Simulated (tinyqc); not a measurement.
Inside a calculation. Method: UHF in the sto-6g basis, for H2+, spin multiplicity 2. One step of it, computed by the program tinyqc.

Task: Iteration 2 (converged): orbitals. Diagonalise F' = X^T F X, C = X C', fill 1 alpha and 0 beta electrons from the bottom; D(s) = C_occ C_occ^T. Each column has its largest component positive (the first on a tie).

F(alpha) (hartree), order 1H 1s, 2H 1s:
$$\begin{pmatrix}
-0.916565 & -0.856434 \\
-0.856434 & -0.916565
\end{pmatrix}$$

F(beta) (hartree), order 1H 1s, 2H 1s:
$$\begin{pmatrix}
-0.379954 & -0.408431 \\
-0.408431 & -0.379954
\end{pmatrix}$$

X, order 1H 1s, 2H 1s:
$$\begin{pmatrix}
1.140103 & -0.334273 \\
-0.334273 & 1.140103
\end{pmatrix}$$

Give: F' = X^T F X; orbital energies; coefficients C; F' = X^T F X; orbital energies; coefficients C; D(alpha) after iteration 2; D(beta) after iteration 2.

Result:

F' = X^T F X (alpha) (hartree):
$$\begin{pmatrix}
-0.6410 & -0.5103 \\
-0.5103 & -0.6410
\end{pmatrix}$$

orbital energies (alpha) (hartree): MO1 -1.1513, MO2 -0.1307

coefficients C (alpha), order 1H 1s, 2H 1s:
$$\begin{pmatrix}
0.5698 & 1.0425 \\
0.5698 & -1.0425
\end{pmatrix}$$

F' = X^T F X (beta) (hartree):
$$\begin{pmatrix}
-0.2250 & -0.2869 \\
-0.2869 & -0.2250
\end{pmatrix}$$

orbital energies (beta) (hartree): MO1 -0.5119, MO2 0.0619

coefficients C (beta), order 1H 1s, 2H 1s:
$$\begin{pmatrix}
0.5698 & 1.0425 \\
0.5698 & -1.0425
\end{pmatrix}$$

D(alpha) after iteration 2, order 1H 1s, 2H 1s:
$$\begin{pmatrix}
0.3247 & 0.3247 \\
0.3247 & 0.3247
\end{pmatrix}$$

D(beta) after iteration 2, order 1H 1s, 2H 1s:
$$\begin{pmatrix}
0.0000 & 0.0000 \\
0.0000 & 0.0000
\end{pmatrix}$$
